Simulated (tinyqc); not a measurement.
G0W0 on RHF in the 6-311g basis, for H2, spin multiplicity 1, step by step. Computed by tinyqc, a small Python program that keeps every step (integrals from PySCF). Settings: charge = 0, multiplicity = 1, basis = 6-311g, method = RHF, energy threshold = 1e-10, iteration cap = 70, orthogonalisation = canonical, start = Wolfsberg-Helmholz matrix, DIIS depth = 6. Command: `OMP_NUM_THREADS=1 python tinyqc.py 23216 23217 out.jsonl` (the two numbers bound the seeds that draw the settings). One thread of a shared host (Intel(R) Xeon(R) Processor @ 2.60GHz), about 0.04 s of CPU time with the checks. The early iterations of the SCF are left out here.

## One-electron integrals

Geometry (angstrom):
```
atom         x         y         z
H     0.000000  0.000000  0.000000
H     0.000000  0.000000  1.074000
```

Basis 6-311g: exponents (1/bohr^2) and contraction coefficients of normalised primitives:
```
element  l (shell)   exponent  coefficient
H            s (1)  33.865000     0.025494
H            s (1)   5.094790     0.190373
H            s (1)   1.158790     0.852161
H            s (2)   0.325840     1.000000
H            s (3)   0.102741     1.000000
```

Overlap, kinetic and nuclear-attraction integrals over the contracted functions; the nuclear repulsion is the sum of Za Zb / Rab.

nuclear repulsion = 0.49271621 hartree

overlap S, lower triangle:
```
          1H 1s     1H 2s     1H 3s     2H 1s     2H 2s     2H 3s
1H 1s  1.000000
1H 2s  0.706377  1.000000
1H 3s  0.373664  0.788963  1.000000
2H 1s  0.071409  0.243378  0.252802  1.000000
2H 2s  0.243378  0.511151  0.571902  0.706377  1.000000
2H 3s  0.252802  0.571902  0.809287  0.373664  0.788963  1.000000
```

kinetic energy T (hartree), lower triangle:
```
           1H 1s     1H 2s     1H 3s     2H 1s     2H 2s     2H 3s
1H 1s   2.304348
1H 2s   0.549119  0.488760
1H 3s   0.106346  0.184881  0.154112
2H 1s  -0.089804  0.054450  0.053194  2.304348
2H 2s   0.054450  0.138058  0.105270  0.549119  0.488760
2H 3s   0.053194  0.105270  0.107126  0.106346  0.184881  0.154112
```

nuclear attraction V (hartree), lower triangle:
```
           1H 1s      1H 2s      1H 3s      2H 1s      2H 2s      2H 3s
1H 1s  -2.603808
1H 2s  -1.408621  -1.393518
1H 3s  -0.698890  -0.948129  -0.909004
2H 1s  -0.141045  -0.481410  -0.478798  -2.603808
2H 2s  -0.481410  -0.758932  -0.722487  -1.408621  -1.393518
2H 3s  -0.478798  -0.722487  -0.773026  -0.698890  -0.948129  -0.909004
```

core Hamiltonian H = T + V (hartree), lower triangle:
```
           1H 1s      1H 2s      1H 3s      2H 1s      2H 2s      2H 3s
1H 1s  -0.299460
1H 2s  -0.859502  -0.904758
1H 3s  -0.592544  -0.763248  -0.754893
2H 1s  -0.230849  -0.426960  -0.425603  -0.299460
2H 2s  -0.426960  -0.620874  -0.617218  -0.859502  -0.904758
2H 3s  -0.425603  -0.617218  -0.665900  -0.592544  -0.763248  -0.754893
```

## Two-electron integrals

Functions are numbered as in S; the eight-fold symmetry (ij|kl) = (ji|kl) = (kl|ij) leaves the list below.

Two-electron integrals (ij|kl) in chemists' order, unique and non-zero (hartree):
```
(11|11) 1.393035   (21|11) 0.822971   (21|21) 0.509703   (22|11) 0.822904
(22|21) 0.543028   (22|22) 0.644106   (31|11) 0.411256   (31|21) 0.257757
(31|22) 0.279868   (31|31) 0.130794   (32|11) 0.543681   (32|21) 0.365771
(32|22) 0.452669   (32|31) 0.189803   (32|32) 0.325140   (33|11) 0.494021
(33|21) 0.340115   (33|22) 0.445993   (33|31) 0.178035   (33|32) 0.331779
(33|33) 0.361682   (41|11) 0.063726   (41|21) 0.041906   (41|22) 0.048916
(41|31) 0.021554   (41|32) 0.034002   (41|33) 0.032872   (41|41) 0.006180
(42|11) 0.147731   (42|21) 0.102085   (42|22) 0.132584   (42|31) 0.053437
(42|32) 0.096976   (42|33) 0.100989   (42|41) 0.017058   (42|42) 0.059539
(43|11) 0.133165   (43|21) 0.092883   (43|22) 0.124125   (43|31) 0.048817
(43|32) 0.092454   (43|33) 0.099369   (43|41) 0.015548   (43|42) 0.058608
(43|43) 0.059745   (44|11) 0.492163   (44|21) 0.346453   (44|22) 0.474560
(44|31) 0.182796   (44|32) 0.357671   (44|33) 0.389766   (44|41) 0.063726
(44|42) 0.265556   (44|43) 0.275954   (44|44) 1.393035   (51|11) 0.265556
(51|21) 0.166792   (51|22) 0.181655   (51|31) 0.084685   (51|32) 0.123318
(51|33) 0.115809   (51|41) 0.017058   (51|42) 0.042805   (51|43) 0.038797
(51|44) 0.147731   (51|51) 0.059539   (52|11) 0.354794   (52|21) 0.238905
(52|22) 0.295840   (52|31) 0.123996   (52|32) 0.212389   (52|33) 0.216313
(52|41) 0.029366   (52|42) 0.090232   (52|43) 0.087090   (52|44) 0.354794
(52|51) 0.090232   (52|52) 0.168289   (53|11) 0.302852   (53|21) 0.208240
(53|22) 0.271609   (53|31) 0.108936   (53|32) 0.201061   (53|33) 0.216424
(53|41) 0.026813   (53|42) 0.091064   (53|43) 0.091933   (53|44) 0.382785
(53|51) 0.079653   (53|52) 0.163776   (53|53) 0.170844   (54|11) 0.346453
(54|21) 0.243053   (54|22) 0.330251   (54|31) 0.128056   (54|32) 0.248413
(54|33) 0.271220   (54|41) 0.041906   (54|42) 0.166792   (54|43) 0.173241
(54|44) 0.822971   (54|51) 0.102085   (54|52) 0.238905   (54|53) 0.258214
(54|54) 0.509703   (55|11) 0.474560   (55|21) 0.330251   (55|22) 0.442785
(55|31) 0.173525   (55|32) 0.332585   (55|33) 0.366285   (55|41) 0.048916
(55|42) 0.181655   (55|43) 0.188609   (55|44) 0.822904   (55|51) 0.132584
(55|52) 0.295840   (55|53) 0.321557   (55|54) 0.543028   (55|55) 0.644106
(61|11) 0.275954   (61|21) 0.173241   (61|22) 0.188609   (61|31) 0.087950
(61|32) 0.128040   (61|33) 0.120258   (61|41) 0.015548   (61|42) 0.038797
(61|43) 0.035368   (61|44) 0.133165   (61|51) 0.058608   (61|52) 0.087090
(61|53) 0.076726   (61|54) 0.092883   (61|55) 0.124125   (61|61) 0.059745
(62|11) 0.382785   (62|21) 0.258214   (62|22) 0.321557   (62|31) 0.134121
(62|32) 0.231761   (62|33) 0.237889   (62|41) 0.026813   (62|42) 0.079653
(62|43) 0.076726   (62|44) 0.302852   (62|51) 0.091064   (62|52) 0.163776
(62|53) 0.158147   (62|54) 0.208240   (62|55) 0.271609   (62|61) 0.091933
(62|62) 0.170844   (63|11) 0.374975   (63|21) 0.258965   (63|22) 0.342480
(63|31) 0.135723   (63|32) 0.256234   (63|33) 0.282701   (63|41) 0.028329
(63|42) 0.092712   (63|43) 0.093336   (63|44) 0.374975   (63|51) 0.092712
(63|52) 0.184493   (63|53) 0.192147   (63|54) 0.258965   (63|55) 0.342480
(63|61) 0.093336   (63|62) 0.192147   (63|63) 0.236882   (64|11) 0.182796
(64|21) 0.128056   (64|22) 0.173525   (64|31) 0.067433   (64|32) 0.130457
(64|33) 0.142573   (64|41) 0.021554   (64|42) 0.084685   (64|43) 0.087950
(64|44) 0.411256   (64|51) 0.053437   (64|52) 0.123996   (64|53) 0.134121
(64|54) 0.257757   (64|55) 0.279868   (64|61) 0.048817   (64|62) 0.108936
(64|63) 0.135723   (64|64) 0.130794   (65|11) 0.357671   (65|21) 0.248413
(65|22) 0.332585   (65|31) 0.130457   (65|32) 0.250279   (65|33) 0.278038
(65|41) 0.034002   (65|42) 0.123318   (65|43) 0.128040   (65|44) 0.543681
(65|51) 0.096976   (65|52) 0.212389   (65|53) 0.231761   (65|54) 0.365771
(65|55) 0.452669   (65|61) 0.092454   (65|62) 0.201061   (65|63) 0.256234
(65|64) 0.189803   (65|65) 0.325140   (66|11) 0.389766   (66|21) 0.271220
(66|22) 0.366285   (66|31) 0.142573   (66|32) 0.278038   (66|33) 0.316536
(66|41) 0.032872   (66|42) 0.115809   (66|43) 0.120258   (66|44) 0.494021
(66|51) 0.100989   (66|52) 0.216313   (66|53) 0.237889   (66|54) 0.340115
(66|55) 0.445993   (66|61) 0.099369   (66|62) 0.216424   (66|63) 0.282701
(66|64) 0.178035   (66|65) 0.331779   (66|66) 0.361682
```

## Orthogonalisation

S = U s U^T; canonical form X = U s^(-1/2), so that X^T S X = 1. Each column of U has its largest component positive (the first on a tie).

eigenvalues of S: 0.051977  0.131263  0.290100  0.733081  1.266077  3.527502

X:
```
               1          2          3          4          5         6
1H 1s   0.670077  -0.929438  -0.704211   0.641470   0.512696  0.155191
1H 2s  -1.886966   1.486154   0.760885   0.107226   0.340716  0.239096
1H 3s   2.368531  -0.858268   0.805411  -0.508992   0.126396  0.245952
2H 1s  -0.670077  -0.929438   0.704211   0.641470  -0.512696  0.155191
2H 2s   1.886966   1.486154  -0.760885   0.107226  -0.340716  0.239096
2H 3s  -2.368531  -0.858268  -0.805411  -0.508992  -0.126396  0.245952
```

## Iteration 6 (converged): orbitals

converged F (hartree), lower triangle:
```
           1H 1s      1H 2s      1H 3s      2H 1s      2H 2s      2H 3s
1H 1s   0.693774
1H 2s  -0.334531  -0.260633
1H 3s  -0.407529  -0.341384  -0.256922
2H 1s  -0.303488  -0.370883  -0.351292   0.693774
2H 2s  -0.370883  -0.399719  -0.360206  -0.334531  -0.260633
2H 3s  -0.351292  -0.360206  -0.283528  -0.407529  -0.341384  -0.256922
```

Diagonalise F' = X^T F X, C = X C', fill 1 alpha and 1 beta electrons from the bottom; D = 2 C_occ C_occ^T. Each column has its largest component positive (the first on a tie).

F' = X^T F X (hartree), lower triangle:
```
           1          2          3          4         5          6
1   1.307156
2   0.000000   2.016919
3  -0.967837   0.000000   1.280483
4   0.000000  -1.044268   0.000000   0.976089
5   0.343855   0.000000  -0.654148   0.000000  0.571484
6   0.000000  -0.041457   0.000000  -0.046499  0.000000  -0.507672
```

orbital energies (hartree): MO1 -0.512180, MO2 0.109118, MO3 0.334216, MO4 0.530662, MO5 2.519343, MO6 2.663301

coefficients C:
```
            MO1        MO2        MO3        MO4        MO5        MO6
1H 1s  0.155052   0.110450  -0.045240  -0.098350  -1.088991  -1.128421
1H 2s  0.306025   0.097956  -0.853231  -1.276119   1.617900   1.206508
1H 3s  0.179448   1.405380   0.899879   1.807133  -1.016747  -0.462824
2H 1s  0.155052  -0.110450  -0.045240   0.098350   1.088991  -1.128421
2H 2s  0.306025  -0.097956  -0.853231   1.276119  -1.617900   1.206508
2H 3s  0.179448  -1.405380   0.899879  -1.807133   1.016747  -0.462824
```

D after iteration 6, lower triangle:
```
          1H 1s     1H 2s     1H 3s     2H 1s     2H 2s     2H 3s
1H 1s  0.048082
1H 2s  0.094900  0.187303
1H 3s  0.055648  0.109831  0.064403
2H 1s  0.048082  0.094900  0.055648  0.048082
2H 2s  0.094900  0.187303  0.109831  0.094900  0.187303
2H 3s  0.055648  0.109831  0.064403  0.055648  0.109831  0.064403
```

## Convergence

Stop when the energy changes by less than 1e-10 hartree and every element of the error matrix X^T (F D S - S D F) X is below 3e-06.

Course of the cycle:
```
iteration  E (hartree)     change  largest element of the error matrix
1          -0.69698940          -                             9.25e-01
2          -1.07507859  -3.78e-01                             1.41e-01
3          -1.08291054  -7.83e-03                             5.40e-03
4          -1.08294273  -3.22e-05                             7.27e-04
5          -1.08294335  -6.17e-07                             1.83e-06
6          -1.08294335  -1.92e-12                             7.92e-07
```

PySCF RHF in the same basis = -1.08294335 hartree

Converged in 6 iterations.

## Integrals over molecular orbitals

(pq|rs) = sum C_ip C_jq C_kr C_ls (ij|kl), one index at a time.

one-electron integrals over orbitals h = C^T H C (hartree), lower triangle:
```
           1          2          3          4         5         6
1  -1.063479
2   0.000000  -0.561447
3   0.116118   0.000000  -0.317688
4   0.000000   0.202293   0.000000  -0.258593
5   0.000000   0.032037   0.000000  -0.189158  1.436935
6   0.053905   0.000000  -0.129137   0.000000  0.000000  1.561456
```

Two-electron integrals over orbitals (pq|rs), unique and non-zero (hartree):
```
(11|11) 0.551299    (21|21) 0.081300    (22|11) 0.375933    (22|22) 0.323873
(31|11) -0.116118   (31|22) -0.044003   (31|31) 0.053467    (32|21) 0.008431
(32|32) 0.027511    (33|11) 0.352685    (33|22) 0.284029    (33|31) -0.040025
(33|33) 0.280809    (41|21) -0.076534   (41|32) 0.014140    (41|41) 0.091546
(42|11) -0.139414   (42|22) -0.065524   (42|31) 0.050766    (42|33) -0.053532
(42|42) 0.068170    (43|21) 0.057044    (43|32) 0.011215    (43|41) -0.051340
(43|43) 0.047072    (44|11) 0.440401    (44|22) 0.337075    (44|31) -0.078562
(44|33) 0.303158    (44|42) -0.099503   (44|44) 0.381523    (51|21) -0.028350
(51|32) 0.021105    (51|41) 0.050479    (51|43) -0.027464   (51|51) 0.069357
(52|11) -0.030194   (52|22) 0.002686    (52|31) 0.025490    (52|33) -0.007298
(52|42) 0.015801    (52|44) -0.022474   (52|52) 0.032340    (53|21) 0.035434
(53|32) -0.010861   (53|41) -0.046500   (53|43) 0.024839    (53|51) -0.039906
(53|53) 0.031104    (54|11) 0.119818    (54|22) 0.044841    (54|31) -0.055568
(54|33) 0.046258    (54|42) -0.055074   (54|44) 0.086146    (54|52) -0.042571
(54|54) 0.080818    (55|11) 0.575883    (55|22) 0.392476    (55|31) -0.135950
(55|33) 0.357987    (55|42) -0.160334   (55|44) 0.474988    (55|52) -0.066212
(55|54) 0.177985    (55|55) 0.698346    (61|11) -0.053905   (61|22) -0.020876
(61|31) 0.035095    (61|33) -0.017167   (61|42) 0.032972    (61|44) -0.051097
(61|52) 0.039400    (61|54) -0.063566   (61|55) -0.123151   (61|61) 0.067232
(62|21) -0.017243   (62|32) 0.009768    (62|41) 0.028244    (62|43) -0.018014
(62|51) 0.039751    (62|53) -0.021538   (62|62) 0.025003    (63|11) 0.082116
(63|22) 0.040620    (63|31) -0.033338   (63|33) 0.031330    (63|42) -0.038281
(63|44) 0.063167    (63|52) -0.020727   (63|54) 0.047131    (63|55) 0.119977
(63|61) -0.037740   (63|63) 0.031823    (64|21) 0.036978    (64|32) -0.020843
(64|41) -0.056849   (64|43) 0.028240    (64|51) -0.061994   (64|53) 0.040423
(64|62) -0.036686   (64|64) 0.062789    (65|21) 0.124031    (65|32) -0.016302
(65|41) -0.144356   (65|43) 0.092346    (65|51) -0.115983   (65|53) 0.090583
(65|62) -0.068232   (65|64) 0.120714    (65|65) 0.297125    (66|11) 0.584539
(66|22) 0.388109    (66|31) -0.137405   (66|33) 0.361955    (66|42) -0.163244
(66|44) 0.475647    (66|52) -0.068531   (66|54) 0.179533    (66|55) 0.696653
(66|61) -0.116398   (66|63) 0.118031    (66|66) 0.706361
```

## Screening: direct RPA

With D = e_a - e_i and K = (ia|jb): diagonalise D^(1/2) (D + 4K) D^(1/2) = Z w^2 Z^T; X + Y = D^(1/2) Z w^(-1/2), each column of Z with its largest component positive (the first on a tie); E_c = (sum w - tr (D + 2K)) / 2.

D^(1/2) (D + 4K) D^(1/2) (hartree^2), lower triangle:
```
           1>2       1>3       1>4        1>5        1>6
1>2   0.588057
1>3   0.000000  0.897402
1>4  -0.246419  0.000000  1.469393
1>5  -0.155631  0.000000  0.359012  10.031168
1>6   0.000000  0.230143  0.000000   0.000000  10.937660
```

excitation energies w (hartree): 0.723501  0.944526  1.231285  3.170032  3.308010

X + Y:
```
            1          2          3          4         5
1>2  0.897284   0.000000  -0.177067  -0.007763  0.000000
1>3  0.000000   0.946381   0.000000   0.000000  0.011585
1>4  0.299906   0.000000   0.890275   0.024264  0.000000
1>5  0.013136   0.000000  -0.071146   0.976883  0.000000
1>6  0.000000  -0.041996   0.000000   0.000000  0.979507
```

RPA correlation energy = -0.03299587 hartree

## G0W0 on Hartree-Fock: HOMO

W(p,q,m) = sqrt2 sum_ia (pq|ia) (X+Y)_ia,m; Sigma_c(x) = sum_(i,m) W^2/(x - e_i + w_m) + sum_(a,m) W^2/(x - e_a - w_m); solve x = e_p + Sigma_c(x) by Newton steps; Z = 1/(1 - dSigma/dx); 1 hartree = 27.211386 eV.

The 12 largest terms at x = e_p (hartree; W for the signs of X + Y given):
```
q  m          W       term
1  2  -0.152209   0.024528
4  3   0.129346  -0.007357
2  3  -0.113865  -0.006998
2  1   0.070178  -0.003662
3  2   0.069474  -0.002695
4  1  -0.057353  -0.001862
1  5  -0.076573   0.001772
5  4   0.097862  -0.001544
6  5   0.093707  -0.001354
4  4   0.073719  -0.001290
5  3   0.063675  -0.000951
3  5   0.049491  -0.000590
```

Newton steps (hartree):
```
step          x  Sigma_c(x)         Z
0     -0.512180   -0.002979  0.961375
1     -0.515044   -0.002864  0.961266
2     -0.515044   -0.002864  0.961266
```

quasiparticle energy of the HOMO = -14.015068 eV

Hartree-Fock value = -13.937138 eV

## G0W0 on Hartree-Fock: LUMO

As before.

The 12 largest terms at x = e_p (hartree; W for the signs of X + Y given):
```
q  m          W       term
1  3  -0.113865   0.006998
1  1   0.070178   0.003662
2  2  -0.057653  -0.003519
4  2   0.065986  -0.003187
4  5   0.046506  -0.000580
6  4   0.056075  -0.000549
5  5   0.054996  -0.000529
1  4  -0.042685   0.000481
6  3   0.035879  -0.000340
3  1   0.017088  -0.000308
5  2   0.031776  -0.000301
2  5  -0.029639  -0.000266
```

Newton steps (hartree):
```
step         x  Sigma_c(x)         Z
0     0.109118    0.001153  0.986402
1     0.110256    0.001137  0.986397
2     0.110256    0.001137  0.986397
```

quasiparticle energy of the LUMO = 3.000210 eV

Hartree-Fock value = 2.969262 eV
